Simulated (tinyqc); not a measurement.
# Bottom-up copper filling of a trench by curvature-enhanced accelerator coverage, step by step

A worked calculation. Computed by tinyqc, a small Python program that keeps every step. Command: `OMP_NUM_THREADS=1 python tinyqc.py 3003648 3003649 out.jsonl superfill walk`. One thread of a shared host (Intel(R) Xeon(R) Processor @ 2.30GHz), about 0.05 s of CPU time with the checks. Intermediate numbers are printed to about 6 digits and carried at full precision; extremes and crossings named in words are read from the listed rows.

A rectangular trench keeps vertical walls and a flat floor. An accelerator floats on the surface; where area is lost in the corners it is passed on to the floor.

Inputs (values chosen for the exercise, close to those used for damascene copper plating):
```
quantity                                           value     unit
trench width w                                        47       nm
aspect ratio h/w                                       2        -
exchange current of the suppressed surface i_0     0.013  mA/cm^2
exchange current of the accelerated surface i_1      3.9  mA/cm^2
transfer coefficient alpha                          0.46        -
overpotential eta                                   0.15        V
starting coverage theta_0                         0.0072        -
adsorption rate k_a                              0.00028      1/s
cupric ion concentration C                          0.38    mol/l
diffusivity D                                    5.7e-06   cm^2/s
boundary layer delta                                  49       um
temperature T                                        298        K
```

Constants: e = 1.602176634e-19 C; N_A = 6.02214076e+23 1/mol; k_B = 8.617333262e-05 eV/K.

## Velocities

Kinetic current i_k = [i_0 (1 - theta) + i_1 theta] exp(alpha eta/(k_B T)), limit i_L = 2 F D C/delta, i = 1/(1/i_k + 1/i_L); velocity v = i Omega/(2F), Omega = 7.11 cm^3/mol, F = e N_A. Depletion inside the trench is ignored.

limiting current i_L = 85.3009 mA/cm^2

velocity at theta = 0 = 0.0701906 nm/s

velocity at theta_0 = 0.220238 nm/s

velocity at theta = 1 = 12.6261 nm/s

ratio v(1)/v(theta_0) = 57.3291

Without acceleration the walls meet when the floor has risen by w/2, so a seam-free fill needs a mean floor-to-wall speed ratio of at least 2 h/w = 4.

## First rates

At the start theta_b = theta_s = theta_0 and x = w/2: d theta_b/dt = k_a (1 - theta_0) + 2 theta_0 v/x (theta_b on the floor, theta_s on the walls, x the half width). At this initial relative rate the doubling time without adsorption would be x ln2/(2 v).

rate from adsorption = 2.77984e-04 1/s

rate from area loss = 1.34954e-04 1/s

doubling time = 36.9803 s

## Filling

Half width x, floor height y, depth h = aspect ratio x w. dx/dt = -v_s, dy/dt = v_b. d theta_b/dt = k_a (1 - theta_b) + [theta_s v_b + theta_b v_s]/x: the floor takes the accelerator of the wall it covers and keeps its own as it narrows. d theta_s/dt = k_a (1 - theta_s). theta_b is capped at 1. Integrate (tolerance 1e-9) until the walls meet (x = 0.02 w/2) or the floor passes the original mouth y = h. Start: x = w/2, y = 0, theta_b = theta_s = theta_0. Height filled = y/h, opening left = x/(w/2).

Course of the fill (nine evenly spaced times):
```
t (s)     x (nm)   y (nm)   theta_b    theta_s  v_b/v_s
0.0000   23.5000   0.0000  0.007200  0.0072000   1.0000
7.0347   21.8083   1.7774  0.010459  0.0091536   1.1035
14.0693  19.8325   4.0952  0.014734  0.0111033   1.2483
21.1040  17.5740   7.1465  0.020794  0.0130493   1.4649
28.1386  15.0341  11.2810  0.030263  0.0149914   1.8146
35.1733  12.2141  17.2020  0.047137  0.0169296   2.4413
42.2079   9.1151  26.5596  0.083789  0.0188641   3.7624
49.2426   5.7385  44.3467  0.197177  0.0207947   7.4423
56.2772   2.0855  94.0000         1  0.0227216  23.4305
```

time at the end = 56.2772 s

share of the height filled from the floor = 1

opening left, as a share of w = 0.0887435

The floor escapes with 9 % of the opening left: a seam-free fill, and the enriched floor will overshoot into a bump. Caution: real profiles develop slanted corners, and accelerator is consumed; both are left out.

## The window in starting coverage

The formulas are those given above.

Outcome:
```
theta_0  v(1)/v(theta_0)  height filled  opening left  time (s)
0.001            138.570        1.00000      0.071510   72.6560
0.003             95.015        1.00000      0.076735   66.8302
0.010             45.384        1.00000      0.096050   50.4442
0.020             26.115        1.00000      0.111484   35.8195
0.050             11.654        1.00000      0.080431   19.0745
0.100              6.210        0.86392      0.020000   11.1850
0.200              3.354        0.60625      0.020000    6.0992
0.400              1.890        0.41478      0.020000    3.4454
0.800              1.149        0.27943      0.020000    2.0956
```

The fill succeeds for theta_0 from 0.001 to 0.05 among these rows, with the widest margin at 0.02. Too much speeds the walls as well and removes the contrast.

Checks made by the program: wall coverage against its closed form (relative difference below 1e-10).
